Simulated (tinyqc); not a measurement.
Landau-Devonshire theory of a uniaxial ferroelectric: one step, computed by the program tinyqc. Command: `OMP_NUM_THREADS=1 python tinyqc.py 3002372 3002373 out.jsonl ferro walk`. One thread of a shared host (Intel(R) Xeon(R) Processor @ 2.30GHz), about 0.01 s of CPU time with the checks.

G(P) = (alpha/2) P^2 + (beta*/4) P^4 + (gamma/6) P^6 - E P per volume, SI units, one domain, P along the polar axis, which is normal to the film.

Task: Coefficients at T. alpha = alpha_0 (T - T0*), with clamping: T0* = T0 + 4 Q12 u_m/(alpha_0 (s11 + s12)), beta* = beta + 4 Q12^2/(s11 + s12).

Inputs (values chosen for the exercise, modelled on barium titanate):

| quantity | value | unit |
|---|---|---|
| alpha_0 | 656000 | J m/(C^2 K) |
| Curie-Weiss temperature T0 | 381 | K |
| beta | -8.12e+08 | J m^5/C^4 |
| temperature T | 368 | K |
| misfit strain u_m | -0.014 | - |
| electrostriction Q12 | -0.043 | m^4/C^2 |
| compliance s11 + s12 | 5.6e-12 | m^2/N |

Sample: epitaxial film.

Give: T0*; alpha; beta*.

Result:

T0* = 1036 K

alpha = -4.385e+08 J m/C^2

beta* = 5.087e+08 J m^5/C^4

Compression raises T0 by 655 K. beta* > 0: the transition is of second order, although the free crystal has a first-order one. Caution: a shift of T0 this large is beyond the range where constant coefficients hold.
